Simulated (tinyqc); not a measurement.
Weak-field and exact binding: hydrogenic impurity: series, fields, screening, photoionisation and donor-acceptor pairs. Computed by tinyqc, a small Python program. Command: `OMP_NUM_THREADS=1 python tinyqc.py 3030080 3030081 out.jsonl hydrogenic walk`. One thread of a shared host (Intel(R) Xeon(R) Processor @ 2.30GHz), about 0.01 s of CPU time with the checks.

One isotropic, parabolic band. Effective units: Ry* and a*, in which H = -nabla^2 - 2/r.

Inputs (values chosen for the exercise, modelled on CdTe): electron mass m = 0.0989 m_0; dielectric constant eps = 10; magnetic field B = 32 T.

Parts treated: magnetic field and photoionisation.

Constants: Ry = 13.605693123 eV; a_0 = 0.529177210903 angstrom; h x 1 THz = 4.135667696 meV; mu_B = 5.7883818060e-05 eV/T.

Method:
- Ry* = Ry m/eps^2, a* = a_0 eps/m; level n is bound by Ry*/n^2; <r> = (3/2) a* in 1s; lines 1s -> np at Ry* (1 - 1/n^2); 1 THz = 4.135667696 meV.
- gamma = hbar omega_c/(2 Ry*) = mu_B B/(m Ry*). For m_z = 0, H = -nabla^2 - 2/r + gamma^2 rho^2/4, and the band edge moves to gamma Ry*. Basis: exp(-al rho^2 - be z^2), al_k = 0.02 x 2.4^k + gamma/4 x c with k = 0..11, be_k = 0.02 x 2.4^k and c = 0, 0.5, 1 (36 functions). With A = al_i + al_j, B = be_i + be_j (not the field) and the common factor pi^(3/2) dropped: S = 1/(A sqrt(B)), kinetic S (4 al_i al_j/A + 2 be_i be_j/B), <rho^2> = S/A, <1/r> = (2/sqrt(pi)) atanh(u)/(A u), u = sqrt(1 - B/A), which is (2/sqrt(pi))/A when A = B; overlap eigenvalues below 1e-11 are dropped. Binding = (gamma - E) Ry*; the spin term shifts level and edge alike.
- Perturbation theory: E = -1 + gamma^2/2 - (53/96) gamma^4 Ry*.

gamma = 1.39185

Ry* = 13.4560 meV

Ground level (Ry*):
```
gamma   B (T)    basis  second order  fourth order  binding
0.14     3.22  -0.9904   -9.9020e-01   -9.9041e-01   1.1304
0.30     6.90  -0.9584   -9.5500e-01   -9.5947e-01   1.2584
0.35     8.05  -0.9446   -9.3875e-01   -9.4703e-01   1.2946
0.50    11.50  -0.8944   -8.7500e-01   -9.0951e-01   1.3944
0.70    16.09  -0.8114   -7.5500e-01   -8.8756e-01   1.5114
1.00    22.99  -0.6623   -5.0000e-01   -1.0521e+00   1.6623
1.40    32.19  -0.4323   -2.0000e-02   -2.1409e+00   1.8323
2.80    64.37   0.5229    2.9200e+00   -3.1014e+01   2.2771
5.60   128.75   2.7315    1.4680e+01   -5.2827e+02   2.8685
```

What follows from these numbers?

Second order stays within 1 % of the basis value up to gamma = 0.35 of those listed and fourth order up to 0.35; beyond, the truncated (asymptotic) series fails, while the binding keeps growing slowly, to 2.87 Ry* at gamma = 5.6. Rows above about 100 T are beyond laboratory magnets, and there polaron and band-shape effects enter.
